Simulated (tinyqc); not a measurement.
Inside a calculation. Model: ESD clamp with bipolar snapback, compact model and design window.

tinyqc, about 0.02 s, one thread, Intel Xeon 2.30GHz (shared host): `OMP_NUM_THREADS=1 python tinyqc.py 2670129 2670130 out.jsonl` Printed values are rounded.

The drain junction multiplies the current that enters it: Igen = (M - 1)(Ic + I0), M = 1/(1 - (Vj/BV)^n). The generated holes leave through the substrate resistance and the base of the parasitic npn: Igen = Vb/Rb + Ic/be, Ic = Is exp(Vb/Vt). Terminal current I = Ic + I0 + Igen and voltage V = Vj + I Ro, per width. Isothermal, constant gain.

Values chosen for this exercise; values close to those of grounded-gate n-channel clamps: temperature T = 300 K; junction breakdown voltage BV = 7.2 V; exponent of the multiplication n = 3.6; current gain of the parasitic npn be = 6.5; saturation current Is = 2.9e-18 A/um; junction leakage I0 = 1.1e-12 A/um; substrate resistance Rb = 49000 ohm um; drain ballast and contact resistance Ro = 300 ohm um; failure current for 100 ns It2 = 4.9 mA/um; finger width Wf = 40 um; number of fingers Nf = 6; human-body-model level Lv = 2 kV; oxide breakdown voltage for 100 ns Vox = 7.6 V; supply voltage Vdd = 2.5 V.

Constants: q = 1.602176634e-19 C, kB = 1.380649e-23 J/K, Vt = kB T/q. Results are converted to the units shown.

## The snapback curve

| point | Vb (V) |
|---|---|
| 0 | 0.05 |
| 1 | 0.3 |
| 2 | 0.444 |
| 3 | 0.504 |
| 4 | 0.554 |
| 5 | 0.696 |
| 6 | 0.828 |
| 7 | 0.848 |
| 8 | 0.878 |

For given Vb: Ic, Igen, M = 1 + Igen/(Ic + I0), Vj = BV (1 - 1/M)^(1/n), I and V.

| point | Ic (uA/um) | M | Vj (V) | I (uA/um) | V (V) |
|---|---|---|---|---|---|
| 0 | 2.00614e-11 | 9.27628e5 | 7.20000 | 1.02041 | 7.20030 |
| 1 | 3.17816e-7 | 4.31823e6 | 7.20000 | 6.12245 | 7.20184 |
| 2 | 8.34199e-5 | 1.07209e5 | 7.19998 | 9.06132 | 7.20270 |
| 3 | 8.49621e-4 | 12091.7 | 7.19983 | 10.2867 | 7.20292 |
| 4 | 0.00587744 | 1924.44 | 7.19896 | 11.3129 | 7.20235 |
| 5 | 1.42785 | 11.1017 | 7.01366 | 15.8516 | 7.01842 |
| 6 | 235.606 | 1.22557 | 4.49934 | 288.751 | 4.58597 |
| 7 | 510.706 | 1.18773 | 4.31303 | 606.582 | 4.49501 |
| 8 | 1629.85 | 1.16484 | 4.18256 | 1898.52 | 4.75212 |

V peaks at Vt1 = 7.203 V and falls to Vh = 4.495 V: once the npn supplies current, a small M feeds the base. At high current M tends to 1 + 1/be and Vj to BV (1 + be)^(-1/n) = 4.114 V.

## Iteration 1: base voltage at the failure current

Vb at the start = 0.79 V

I(Vb) = Ic (1 + 1/be) + I0 + Vb/Rb, I' = Ic (1 + 1/be)/Vt + 1/Rb; Newton steps on ln I: Vb(new) = Vb - ln(I/It2) I/I'. V follows from the introduction.

I = 0.0786342 mA/um
V = 5.22886 V
I' = 2.43847 mS/um
Vb after iteration 1 = 0.923252 V

## Iteration 2: base voltage at the failure current

As before.

I = 10.8455 mA/um
V = 7.38047 V
I' = 418.816 mS/um
Vb after iteration 2 = 0.902677 V

## Course of the iteration: base voltage at the failure current

Stop when Vb changes by less than 1e-10 V, or after 20 iterations. Vb must stay between 0 and 8 V.

Course of the iteration:

| iteration | Vb (V) | \|change\| (V) |
|---|---|---|
| 1 | 0.923252 | 0.133 |
| 2 | 0.902677 | 0.0206 |
| 3 | 0.902660 | 1.77e-5 |
| 4 | 0.902660 | 2.14e-11 |

Converged in 4 iterations. At the end the number of correct digits about doubles with each step.

## Design window and human-body level

Vt1 = 7.20292 V
Vh = 4.49501 V
Vt2 = 5.61164 V

Human-body model: 100 pF through 1500 ohm, peak current about (level - Vt2)/1500 ohm, decay time 150 ns. All fingers turn on before the first fails if Vt2 > Vt1; then the clamp carries Nf Wf It2, otherwise in the worst case Wf It2. Margins: Vh - 1.1 Vdd against latching in operation, Vox - max(Vt1, Vt2) for the protected oxide.

peak current = 1.32959 A
current the clamp carries = 0.196 A
level it withstands = 0.299612 kV
holding margin = 1.74501 V
oxide margin = 0.397079 V

Uniform turn-on is not assured; the clamp fails the level. Both margins are positive.
